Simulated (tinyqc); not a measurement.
A longer run and its error bar: q-state Potts model on a small periodic square lattice: enumeration, Metropolis, heat-bath and Wolff steps. Computed by tinyqc, a small Python program. Command: `OMP_NUM_THREADS=1 python tinyqc.py 3111780 3111781 out.jsonl potts walk`. One thread of a shared host (Intel(R) Xeon(R) Processor @ 2.30GHz), about 0.04 s of CPU time with the checks.

E = -J x (number of nearest-neighbour bonds with equal states); n x n sites with periodic edges have 2 n^2 bonds. Order parameter m = (q f - 1)/(q - 1), f being the largest share of one state. Sites are numbered row by row from 0. Here q = 3 and n = 3.

Inputs (values chosen for the exercise, for a model of domains or grain orientations):

| quantity | value | unit |
|---|---|---|
| number of states q | 3 | - |
| edge n | 3 | - |
| coupling J | 18 | meV |
| temperature T | 320 | K |
| seed | 536295 | - |

Update: Metropolis.

Constants: k_B = 8.617333262e-05 eV/K.

Method:
- K = J/(k_B T); the infinite square lattice orders at K_c = ln(1 + sqrt(q)); Wolff bond probability p = 1 - exp(-K).
- All q^(n^2) states are counted by their number b of equal bonds; weights g(b) exp(K b), K = J/(k_B T). Per site: u = -J <b>/n^2, c/k_B = K^2 (<b^2> - <b>^2)/n^2.
- ln Z = ln sum g(b) exp(K b); entropy per site s/k_B = (ln Z - K <b>)/n^2.
- After 400 updates are discarded, b is recorded for 4000 sweeps of n^2 steps of the update named (random numbers not printed, so these rows are one sample). Records are averaged in blocks; the error is the scatter of block means over sqrt(number of blocks), and the last column its square over that for single records.

start states:
```
   1  2  3
1  0  1  2
2  0  1  0
3  0  0  0
```

K = 0.652754

<b> = 10.6872

Blocking:

| block length | mean b | error | variance ratio |
|---|---|---|---|
| 1 | 10.65575 | 0.05834 | 1.0000 |
| 4 | 10.65575 | 0.09158 | 2.4637 |
| 16 | 10.65575 | 0.11474 | 3.8675 |
| 40 | 10.65575 | 0.12035 | 4.2556 |
| 100 | 10.65575 | 0.13225 | 5.1382 |

What does the comparison show, and why?

The run gives 10.656 +/- 0.120 (blocks of 40) against the exact 10.687, a difference of 0.3 error bars. Single records understate the error by a factor of about 2.1, because successive records are correlated.

Extremes, crossings and ranges named in words are read from the listed rows.
